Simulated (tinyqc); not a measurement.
# Hall measurement with a parallel conducting layer

Two layers in parallel, unit Hall factors, low field: 1/Rs = q (ns mu + n2 m2); apparent mobility (ns mu^2 + sg n2 m2^2)/(ns mu + n2 m2); apparent density (ns mu + n2 m2)^2/(ns mu^2 + sg n2 m2^2); a negative value means the sign of the second layer.

Values chosen for this exercise: sheet density of the layer ns = 2.8e13 cm^-2; drift mobility mu = 75 cm^2/(V s); mobility of the parallel layer m2 = 210 cm^2/(V s); sign of its carriers relative to the first layer sg = 1.

Constants: q = 1.602176634e-19 C. Results are converted to the units shown.

Results:

| n2 (cm^-2) | Rs (ohm/square) | apparent density (cm^-2) | apparent mobility (cm^2/(V s)) | share of the conductance in layer 2 (%) |
|---|---|---|---|---|
| 9e10 | 2946 | 2.781e13 | 76.20 | 0.8920 |
| 4e11 | 2858 | 2.723e13 | 80.19 | 3.846 |
| 7e12 | 1748 | 2.734e13 | 130.6 | 41.18 |
| 3e13 | 743.0 | 4.766e13 | 176.2 | 75.00 |
| 1e14 | 270.2 | 1.168e14 | 197.7 | 90.91 |
| 5e14 | 58.28 | 5.165e14 | 207.4 | 98.04 |
| 2e15 | 14.79 | 2.016e15 | 209.3 | 99.50 |
| 8e15 | 3.711 | 8.016e15 | 209.8 | 99.88 |

Estimate the missing row, n2 = 2e12 cm^-2.

Computed row:

| n2 (cm^-2) | Rs (ohm/square) | apparent density (cm^-2) | apparent mobility (cm^2/(V s)) | share of the conductance in layer 2 (%) |
|---|---|---|---|---|
| 2e12 | 2477 | 2.585e13 | 97.50 | 16.67 |

With this row back in the table: The apparent mobility rises from 76.2 to 210 cm^2/(V s), between mu = 75 and sg m2 = 210. The apparent density never exceeds ns + n2; among the rows it falls to 0.781 of that sum, at n2 = 7e12.

Computed by the program tinyqc: `OMP_NUM_THREADS=1 python tinyqc.py 2850101 2850102 out.jsonl`, one thread of a shared Intel Xeon 2.30GHz, about 0.01 s for the whole run.
